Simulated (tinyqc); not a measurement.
# Double-gate transistor below threshold, two-dimensional Poisson equation on a small mesh: effects of single changes

Half of a symmetric double-gate structure: row 0 is the mid-plane of the body, where the normal field vanishes. Mobile charge is neglected (subthreshold), the body is fully depleted, and potentials are counted from the intrinsic level; rows run upward to the gate, columns from source to drain.

Values chosen for this exercise; semiconductor permittivity close to that of gallium nitride: temperature T = 325 K; relative permittivity of the semiconductor eps_r = 9.67; relative permittivity of the insulator eox = 9; half the body thickness tb = 6 nm; insulator thickness tox = 3.7 nm; channel length L = 24 nm; acceptor density of the depleted body Na = 0 cm^-3; potential of the source Vbi = 0.55 V; gate offset Vfb = -0.07 V; gate voltage Vg = -0.1 V; drain voltage Vd = 0.3 V.

Constants: q = 1.602176634e-19 C, kB = 1.380649e-23 J/K, Vt = kB T/q, eps0 = 8.8541878128e-14 F/cm where lengths are in cm. Results are converted to the units shown.

Each table varies one quantity; the others keep the values above.

## Effect of the insulator thickness

Mesh: rows i = 0..12 in the semiconductor (step hs = tb/12, row 12 on the interface), then 8 step(s) ho = tox/8 up to the gate row 20; columns j = 0..80 (step hy = L/80). Box integration, divided by eps0: up_i = eps hy/h of the interval above row i, dn_i = that of the interval below (0 for row 0), lat_i = (sum of eps h/2 over the intervals above and below)/hy, s_i = -q Na w_i hy/eps0 with w_i the semiconductor height of the box (hs/2 for row 0 and the interface row, hs between, 0 in the insulator). Each free node obeys (up + dn + 2 lat) psi = up psi(above) + dn psi(below) + lat [psi(left) + psi(right)] + s. Fixed values: gate row Vg - Vfb; column 0 at Vbi and the last column at Vbi + Vd in the semiconductor, each running linearly to Vg - Vfb across the insulator. The system is solved directly. On row 0 the minimum of psi and its place come from a parabola through the three lowest nodes; barrier = Vbi - minimum, swing = Vt ln 10/(d psi/dVg), DIBL = (d psi/dVd)/(d psi/dVg) there. Lambda = pi/k with k the smallest positive root of tan(k tox) tan(k tb) = eox/eps_r.

Results:

| tox (nm) | L/Lambda | barrier (V) | place y/L | swing (mV/decade) | DIBL (mV/V) |
|---|---|---|---|---|---|
| 1.5 | 1.578 | 0.4320 | 0.4568 | 81.84 | 105.8 |
| 2 | 1.475 | 0.4086 | 0.4534 | 85.49 | 127.7 |
| 2.8 | 1.337 | 0.3721 | 0.4478 | 91.91 | 165.6 |
| 3.9 | 1.186 | 0.3252 | 0.4396 | 101.8 | 222.6 |
| 7.4 | 0.8753 | 0.2063 | 0.4102 | 140.9 | 430.9 |

Estimate the missing row, tox = 5.4 nm.

Computed row:

| tox (nm) | L/Lambda | barrier (V) | place y/L | swing (mV/decade) | DIBL (mV/V) |
|---|---|---|---|---|---|
| 5.4 | 1.029 | 0.2685 | 0.4276 | 117.2 | 307.7 |

With this row back in the table: As tox goes from 1.5 to 7.4 nm, the barrier falls from 0.432 to 0.206 V, the swing rises from 81.8 to 141 mV a decade and DIBL rises from 106 to 431 mV/V; the ideal swing is 64.5. L/Lambda goes from 1.6 to 0.88.

## Effect of the gate voltage

Same model as above.

Results:

| Vg (V) | L/Lambda | barrier (V) | place y/L | swing (mV/decade) | DIBL (mV/V) |
|---|---|---|---|---|---|
| -0.2 | 1.211 | 0.3980 | 0.4484 | 99.60 | 217.5 |
| -0.12 | 1.211 | 0.3463 | 0.4427 | 99.83 | 213.1 |
| 0.04 | 1.211 | 0.2433 | 0.4265 | 100.6 | 201.0 |
| 0.12 | 1.211 | 0.1922 | 0.4141 | 101.4 | 192.5 |
| 0.2 | 1.211 | 0.1416 | 0.3966 | 102.7 | 181.3 |

Estimate the missing row, Vg = -0.04 V.

Computed row:

| Vg (V) | L/Lambda | barrier (V) | place y/L | swing (mV/decade) | DIBL (mV/V) |
|---|---|---|---|---|---|
| -0.04 | 1.211 | 0.2947 | 0.4356 | 100.2 | 207.7 |

With this row back in the table: As Vg goes from -0.2 to 0.2 V, the barrier falls from 0.398 to 0.142 V, the swing rises from 99.6 to 103 mV a decade and DIBL falls from 217 to 181 mV/V; the ideal swing is 64.5. The barrier top moves from y/L = 0.448 to 0.397, towards the source. At Vg = 0.2 V the barrier is under 6 Vt, so mobile charge, neglected here, begins to count.

## Effect of the drain voltage

Same model as above.

Result of one run:

| Vd (V) | L/Lambda | barrier (V) | place y/L | swing (mV/decade) | DIBL (mV/V) |
|---|---|---|---|---|---|
| 1.05 | 1.211 | 0.2491 | 0.3521 | 107.5 | 156.9 |

What becomes of these results when the drain voltage Vd is changed from 1.05 to 0.65 V, all else the same?

Result of the changed run:

| Vd (V) | L/Lambda | barrier (V) | place y/L | swing (mV/decade) | DIBL (mV/V) |
|---|---|---|---|---|---|
| 0.65 | 1.211 | 0.2902 | 0.3932 | 103.0 | 179.3 |

The whole series:

| Vd (V) | L/Lambda | barrier (V) | place y/L | swing (mV/decade) | DIBL (mV/V) |
|---|---|---|---|---|---|
| 0.05 | 1.211 | 0.3708 | 0.4883 | 98.66 | 252.8 |
| 0.25 | 1.211 | 0.3403 | 0.4494 | 99.56 | 218.3 |
| 0.45 | 1.211 | 0.3138 | 0.4187 | 101.1 | 195.6 |
| 0.65 | 1.211 | 0.2902 | 0.3932 | 103.0 | 179.3 |
| 0.85 | 1.211 | 0.2687 | 0.3713 | 105.2 | 166.8 |
| 1.05 | 1.211 | 0.2491 | 0.3521 | 107.5 | 156.9 |

As Vd goes from 0.05 to 1.05 V, the barrier falls from 0.371 to 0.249 V, the swing rises from 98.7 to 107 mV a decade and DIBL falls from 253 to 157 mV/V; the ideal swing is 64.5. The barrier top moves from y/L = 0.488 to 0.352, towards the source.

Numbers from tinyqc (`OMP_NUM_THREADS=1 python tinyqc.py 2480056 2480057 out.jsonl`; about 0.09 s on one thread of a shared Intel Xeon 2.30GHz).
